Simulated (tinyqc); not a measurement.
What moves the results: special k points of the square lattice. A value that a table varies takes the place of the one given here.

Lattice vectors in units of a: a1 = (1, 0), a2 = (0, 1); reciprocal vectors b_i with a_i . b_j = 2 pi delta_ij. Mesh: k = sum_i f_i b_i with f_i = (2 j_i + shift)/(2 N), j_i = 0 .. N-1. The point group of the lattice has 8 operations; only those that map the mesh onto itself are used.

A_m(k) = sum over the m-th star of lattice vectors R of cos(k . R), stars in order of length: m = 1: |R|^2 = 1, 4 vectors, such as (1, 0) in the basis a_i; m = 2: |R|^2 = 2, 4 vectors, such as (1, 1) in the basis a_i; m = 3: |R|^2 = 4, 4 vectors, such as (2, 0) in the basis a_i; m = 4: |R|^2 = 5, 8 vectors, such as (2, 1) in the basis a_i; m = 5: |R|^2 = 8, 4 vectors, such as (2, 2) in the basis a_i; m = 6: |R|^2 = 9, 4 vectors, such as (3, 0) in the basis a_i. The zone mean of every A_m is zero.

Test function, the lower band of a two-band insulator: E(k) = -sqrt(D^2 + (e0 - t A_1(k))^2).

Inputs chosen for the exercise:
- D = 1.63 eV (half gap term)
- t = 0.86 eV (coupling)
- e0 = 0.99 eV (offset)
- N = 6 (points along each reciprocal vector)
- shift = 1 (half steps)

## Mesh size and shift

Errors of the mean of E against the unshifted mesh with N = 96. The fifth column is |R|^2 of the shortest star with a non-zero mean.

Meshes:

| mesh | points | irreducible | operations | \|R\|^2 missed | error (meV) |
|---|---|---|---|---|---|
| 2 Gamma | 4 | 3 | 8 | 4.00 | -432.714 |
| 2 shifted | 4 | 1 | 8 | 4.00 | 529.502 |
| 3 Gamma | 9 | 3 | 8 | 9.00 | -22.643 |
| 3 shifted | 9 | 3 | 8 | 9.00 | 22.489 |
| 4 Gamma | 16 | 6 | 8 | 16.00 | 5.385 |
| 4 shifted | 16 | 3 | 8 | 16.00 | -8.796 |
| 5 Gamma | 25 | 6 | 8 | 25.00 | -0.032 |
| 5 shifted | 25 | 6 | 8 | 25.00 | 1.426 |
| 6 Gamma | 36 | 10 | 8 | 36.00 | -0.553 |
| 6 shifted | 36 | 6 | 8 | 36.00 | 0.138 |
| 8 Gamma | 64 | 15 | 8 | >49 | 0.004 |
| 8 shifted | 64 | 10 | 8 | >49 | -0.019 |
| 10 Gamma | 100 | 21 | 8 | >49 | 0.003 |
| 10 shifted | 100 | 15 | 8 | >49 | -0.001 |

reference mean = -2.43659 eV

What can be read from the table?

The shifted mesh has the smaller error for 3 of 7 values of N and the larger for 4. The cheapest mesh within 1 meV is 5 Gamma and 6 shifted, with 6 irreducible points. A mesh misses the lattice vectors N (n1 a1 + n2 a2 + ...); the half shift gives each the sign (-1)^(n1 + n2 + ...), so the 4 shortest ones add up to -4 in place of 4: their term only changes sign. The shift keeps the full symmetry; it leaves fewer irreducible points for N = 2, 4, 6, 8 and 10.

## Gap and mesh density

D takes the values listed; errors against the unshifted mesh with N = 192, for unshifted meshes.

Errors (meV):

| D (eV) | reference (eV) | N = 2 | N = 4 | N = 6 | N = 8 |
|---|---|---|---|---|---|
| 0.2 | -1.6587 | -569.468 | -19.411 | -7.956 | -2.056 |
| 0.4 | -1.7176 | -548.881 | -8.892 | -6.721 | -0.956 |
| 0.8 | -1.8995 | -506.668 | 2.586 | -3.284 | -0.234 |
| 1.5 | -2.3428 | -443.270 | 5.560 | -0.728 | -0.001 |
| 2.5 | -3.1216 | -369.661 | 3.675 | -0.106 | 0.003 |
| 4.0 | -4.4377 | -287.502 | 1.801 | -0.018 | 0.000 |

What does this show, and why?

The first listed N from which the error stays below 0.5 meV is none for D = 0.2, none for D = 0.4, 8 for D = 0.8, 8 for D = 1.5, 6 for D = 2.5, 6 for D = 4 eV. A larger D makes the function smoother, so its Fourier coefficients fall faster with |R|; single entries change sign along a column, so a small error on one coarse mesh can be a cancellation.

## One point for the whole zone

The mean-value (Baldereschi) point is taken at k = (2 pi/a) (0.25, 0.25), that is f = (0.25, 0.25); the reference is the mesh with N = 96.

Single points:

| point | A_1 | A_2 | A_3 | A_4 | E (eV) |
|---|---|---|---|---|---|
| Gamma | 4.000 | 4.000 | 4.000 | 8.000 | -2.9427 |
| mean-value point | 0.000 | 0.000 | -4.000 | 0.000 | -1.9071 |
| zone-face centre b1/2 | 0.000 | -4.000 | 4.000 | 0.000 | -1.9071 |

reference mean = -2.4366 eV

What can be read from the table?

The mean-value point makes A_1, A_2 and A_4 vanish. Its error is +530 meV, against -506 meV at Gamma and +530 meV at b1/2. E is not linear in A_1; its powers hold sums of nearest vectors and a non-zero mean, so this point is not exact. A_1 has the same value at b1/2, and E depends on A_1 alone, so this test cannot tell the two points apart. Gamma comes closer here only by chance, since none of its A_m vanish.

## What moves the zone average

Mean of E over the mesh, and its error against the unshifted mesh with N = 96. Each row changes one parameter from the base and keeps the others.

Results:

| case | mean (eV) | error (meV) | irreducible points |
|---|---|---|---|
| base | -2.4365 | 0.14 | 6 |
| N = 7 | -2.4367 | -0.10 | 10 |
| shift = 0 | -2.4371 | -0.55 | 10 |
| D = 1.141 eV | -2.1006 | -0.17 | 6 |
| t = 1.118 eV | -2.7368 | -0.83 | 6 |

How do the results move?

The largest shifts from the base row, up to three for each result and ties (the steps differ in size, so this ranks the rows, not the parameters). mean (eV): D +0.3359, t -0.3003, shift -0.0007. error (meV): t -0.96, shift -0.69, D -0.31. irreducible points: N +4, shift +4; unchanged at the printed digits by D and t.

tinyqc: `OMP_NUM_THREADS=1 python tinyqc.py 1651483 1651484 out.jsonl`; about 0.1 s, one thread, shared Intel(R) Xeon(R) Processor @ 2.30GHz.
